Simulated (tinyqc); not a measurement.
Monte Carlo simulation of one carrier in a uniform electric field: one step, computed by the program tinyqc. Command: `OMP_NUM_THREADS=1 python tinyqc.py 3026941 3026942 out.jsonl mcfl walk`. One thread of a shared host (Intel(R) Xeon(R) Processor @ 2.30GHz), about 1 s of CPU time with the checks.

The force e F acts along +z. Flights end at the constant total rate Gamma; the part of Gamma that the real rates do not fill is self-scattering, which leaves k unchanged. One valley, no impurities; equivalent final valleys enter only through Z_f in the optical rate.

Question. Total rate Gamma. Kane band: hbar^2 k^2/(2 m) = E (1 + alpha E), speed v = hbar k/(m (1 + 2 alpha E)), states per spin, volume and energy g(E) = m k (1 + 2 alpha E)/(2 pi^2 hbar^2); overlap factors are set to 1. Masses are multiplied by m_0 and all formulas are in SI units. Phonon occupation N_q = 1/(exp(hbar w/(k_B T)) - 1). Acoustic deformation potential (elastic, equipartition, absorption and emission together): 1/tau = 2 pi k_B T D_A^2 g(E)/(hbar rho v_l^2). Optical or intervalley deformation potential: 1/tau = (pi Z_f D_o^2/(rho w)) [N_q g(E + hbar w) + (N_q + 1) g(E - hbar w)], with g = 0 below the band edge. Gamma is 1.05 times the largest total rate on the grid E = (j + 1/2) E_max/400, j = 0..399.

Inputs (values chosen for the exercise, for a model non-polar semiconductor):
```
quantity                                             value       unit
effective mass m                                     0.353        m_0
non-parabolicity alpha                                0.42       1/eV
density rho                                           4670     kg/m^3
sound velocity v_l                                    8800        m/s
acoustic deformation potential D_A                      10         eV
phonon energy hbar w                                  51.8        meV
optical or intervalley deformation potential D_o       4.2  1e8 eV/cm
final valleys Z_f                                        3          -
lattice temperature T                                  150          K
energy E_max up to which Gamma must cover the rates    0.6         eV
```

Crystal: non-polar. Band: Kane.

Constants: k_B = 1.380649e-23 J/K; e = 1.602176634e-19 C; hbar = 1.054571817e-34 J s; m_0 = 9.1093837015e-31 kg; hbar = 6.582119569e-16 eV s; k_B = 8.617333262e-05 eV/K.

Give: largest total rate; energy of the largest rate; Gamma.

Answer.

largest total rate = 11.54 1e12/s

energy of the largest rate = 599.25 meV

Gamma = 12.11 1e12/s
